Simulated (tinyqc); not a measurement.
Boltzmann transport in a parabolic band with a power-law relaxation time: one step. Transport coefficients. Four cases, with inputs chosen for the exercise.

Question. Form the ratios; u is the mean energy carried, in kT.

tau = tau0 x^r with x = E/kT. With K_j = Gamma(j + 1) F_j(eta): <tau> = tau0 (r + 3/2) K_(r+1/2)/((3/2) K_(1/2)); mu = <tau>/(mc m0/e), m0/e = 5.685630e-12 kg/C; Hall factor rH = (3/2) K_(1/2) (2r + 3/2) K_(2r+1/2)/((r + 3/2) K_(r+1/2))^2; Seebeck S = -(kB/e) [(r + 5/2) K_(r+3/2)/((r + 3/2) K_(r+1/2)) - eta]; Lorenz number L = (kB/e)^2 [(r + 7/2) K_(r+5/2)/((r + 3/2) K_(r+1/2)) - ((r + 5/2) K_(r+3/2)/((r + 3/2) K_(r+1/2)))^2]; kB/e in V/K. Valley anisotropy is left out of rH.

Constants: kB = 8.617333262e-05 eV/K.

Give: <tau>/tau0; rH; u; S; L.

Case 1.

Values chosen (out of a larger set: masses near those of Si; tau0 is set for a mobility of the usual size at this n, kL is a free input; freeze-out and phonon drag, which matter near 77 K, are left out; not measured data): r = 0.5 (exponent of tau).

F_j and K_j:

| j | F_j | K_j |
|---|---|---|
| 0.500 | 0.004221620 | 0.003741313 |
| 1.000 | 0.004223465 | 0.004223465 |
| 2.000 | 0.004225694 | 0.008451387 |
| 3.000 | 0.004226809 | 0.02536085 |
| 1.500 | 0.004224770 | 0.005616158 |

eta = -5.466044

Answer.

<tau>/tau0 = 1.505
rH = 1.104
u = 3.002
S = -729.7 microvolt/K
L = 2.228 1e-8 W ohm/K^2

The non-degenerate limits are rH = 1.104, u = r + 5/2 = 3 and L = (r + 5/2)(kB/e)^2 = 2.228; the degenerate ones are rH = 1 and L = 2.443.

Case 2.

Values chosen (out of a larger set: masses near those of InP; tau0 is set for a mobility of the usual size at this n, kL is a free input; freeze-out and phonon drag, which matter near 77 K, are left out; not measured data): r = 1.5 (exponent of tau).

F_j and K_j:

| j | F_j | K_j |
|---|---|---|
| 0.500 | 0.01100041 | 0.009748858 |
| 2.000 | 0.01102807 | 0.02205615 |
| 3.000 | 0.01103566 | 0.06621398 |
| 4.000 | 0.01103946 | 0.2649471 |
| 3.500 | 0.01103789 | 0.1283897 |

eta = -4.505934

Answer.

<tau>/tau0 = 4.525
rH = 1.930
u = 4.003
S = -733.2 microvolt/K
L = 2.969 1e-8 W ohm/K^2

The non-degenerate limits are rH = 1.933, u = r + 5/2 = 4 and L = (r + 5/2)(kB/e)^2 = 2.970; the degenerate ones are rH = 1 and L = 2.443.

Case 3.

Values chosen (out of a larger set: masses near those of Si; tau0 is set for a mobility of the usual size at this n, kL is a free input; freeze-out and phonon drag, which matter near 77 K, are left out; not measured data): r = 1.5 (exponent of tau).

F_j and K_j:

| j | F_j | K_j |
|---|---|---|
| 0.500 | 1.892363 | 1.677063 |
| 2.000 | 2.746466 | 5.492932 |
| 3.000 | 3.107626 | 18.64576 |
| 4.000 | 3.334942 | 80.03862 |
| 3.500 | 3.235392 | 37.63320 |

eta = 1.290102

Answer.

<tau>/tau0 = 6.551
rH = 1.569
u = 4.526
S = -278.8 microvolt/K
L = 2.822 1e-8 W ohm/K^2

The non-degenerate limits are rH = 1.933, u = r + 5/2 = 4 and L = (r + 5/2)(kB/e)^2 = 2.970; the degenerate ones are rH = 1 and L = 2.443.

Case 4.

Values chosen (out of a larger set: masses near those of Si; tau0 is set for a mobility of the usual size at this n, kL is a free input; freeze-out and phonon drag, which matter near 77 K, are left out; not measured data): r = 0 (exponent of tau).

F_j and K_j:

| j | F_j | K_j |
|---|---|---|
| 0.500 | 0.5825875 | 0.5163048 |
| 1.500 | 0.6419471 | 0.8533662 |
| 2.500 | 0.6757699 | 2.245821 |

eta = -0.335951

Answer.

<tau>/tau0 = 1.000
rH = 1.000
u = 2.755
S = -266.3 microvolt/K
L = 1.902 1e-8 W ohm/K^2

The non-degenerate limits are rH = 1.000, u = r + 5/2 = 2.5 and L = (r + 5/2)(kB/e)^2 = 1.856; the degenerate ones are rH = 1 and L = 2.443.

Computed by tinyqc, one run a case: `OMP_NUM_THREADS=1 python tinyqc.py N N+1 out.jsonl` with N = 1652093, 1652253, 1652259, 1652284; one thread of a shared Intel(R) Xeon(R) Processor @ 2.30GHz, about 0.02 s a run at most.
